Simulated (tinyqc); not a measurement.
Extended Hueckel theory, for H6+, step by step. The parameters take no account of the charge, which enters only through the electron count. One step of it, computed by the program tinyqc.

Question. Orbitals. Solve H C = S C e through S^(-1/2); fill by pairs from the bottom, a degenerate level sharing its electrons equally; each orbital has its largest coefficient positive (the first on a tie).

H (eV), order 1H 1s, 2H 1s, 3H 1s, 4H 1s, 5H 1s, 6H 1s:
```
[[-13.600000, -14.309176, -2.934648, -0.721252, -0.082994, -0.014693],
 [-14.309176, -13.600000, -9.805592, -2.934648, -0.404324, -0.082994],
 [-2.934648, -9.805592, -13.600000, -14.309176, -2.934648, -0.721252],
 [-0.721252, -2.934648, -14.309176, -13.600000, -9.805592, -2.934648],
 [-0.082994, -0.404324, -2.934648, -9.805592, -13.600000, -14.309176],
 [-0.014693, -0.082994, -0.721252, -2.934648, -14.309176, -13.600000]]
```

overlap S, order 1H 1s, 2H 1s, 3H 1s, 4H 1s, 5H 1s, 6H 1s:
```
[[1.000000, 0.601226, 0.123305, 0.030305, 0.003487, 0.000617],
 [0.601226, 1.000000, 0.412000, 0.123305, 0.016988, 0.003487],
 [0.123305, 0.412000, 1.000000, 0.601226, 0.123305, 0.030305],
 [0.030305, 0.123305, 0.601226, 1.000000, 0.412000, 0.123305],
 [0.003487, 0.016988, 0.123305, 0.412000, 1.000000, 0.601226],
 [0.000617, 0.003487, 0.030305, 0.123305, 0.601226, 1.000000]]
```

valence electrons = 5

Give: orbital energies; occupations; coefficients; sum of one-electron energies.

Answer.

orbital energies (eV): [-18.9826, -17.6093, -15.0337, -3.6512, 6.3801, 21.0768]

occupations: [2.0000, 2.0000, 1.0000, 0.0000, 0.0000, 0.0000]

coefficients, order 1H 1s, 2H 1s, 3H 1s, 4H 1s, 5H 1s, 6H 1s:
```
[[0.1978, 0.3739, 0.4375, 0.6461, -0.7585, 0.5068],
 [0.2773, 0.3872, 0.2276, -0.4373, 0.9051, -0.8289],
 [0.3465, 0.1173, -0.4319, -0.6156, -0.2913, 1.1207],
 [0.3465, -0.1173, -0.4319, 0.6156, -0.2913, -1.1207],
 [0.2773, -0.3872, 0.2276, 0.4373, 0.9051, 0.8289],
 [0.1978, -0.3739, 0.4375, -0.6461, -0.7585, -0.5068]]
```

sum of one-electron energies = -88.2176 eV
